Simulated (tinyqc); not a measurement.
An infinitely deep well in a field (quantum-confined Stark shift), Airy functions: one step of the calculation.

Hard walls at x = -L/2 and +L/2; between them U(x) = -F x (eV, zero at the centre). C = hbar^2/(2 m0), e = (C F^2/m1)^(1/3), z1 = (F L/2 - E)/e at the left wall and z2 = (-F L/2 - E)/e at the right wall. Levels are the roots of D(E) = Ai(z1) Bi(z2) - Ai(z2) Bi(z1).

Task. Stark shift. Exact shift E_n(F) - E_n(0), and the mean position <x> = -dE_n/dF. E_n(0) = C (n pi/L)^2/m1; second-order shift m1 F^2 L^4 (1 - 15/(pi n)^2)/(48 C pi^2 n^2).

Parameters, values chosen for the exercise: mass m1 = 0.35 m0; well width L = 13.7 nm; field F = 0.00024 V/nm; level sought n = 1.

Constants: q = 1.602176634e-19 C, hbar = 1.054571817e-34 J s, m0 = 9.1093837015e-31 kg, hbar^2/(2 m0) = 0.0380998212 eV nm^2. Results are converted to the units shown.

Wanted: E_n; shift; <x>.

Result.

E_n = 0.005704 eV
shift = -0.02044 meV
<x> = 0.1702 nm

Computed by the program tinyqc: `OMP_NUM_THREADS=1 python tinyqc.py 2580014 2580015 out.jsonl`, one thread of a shared Intel Xeon 2.30GHz, about 0.02 s for the whole run.
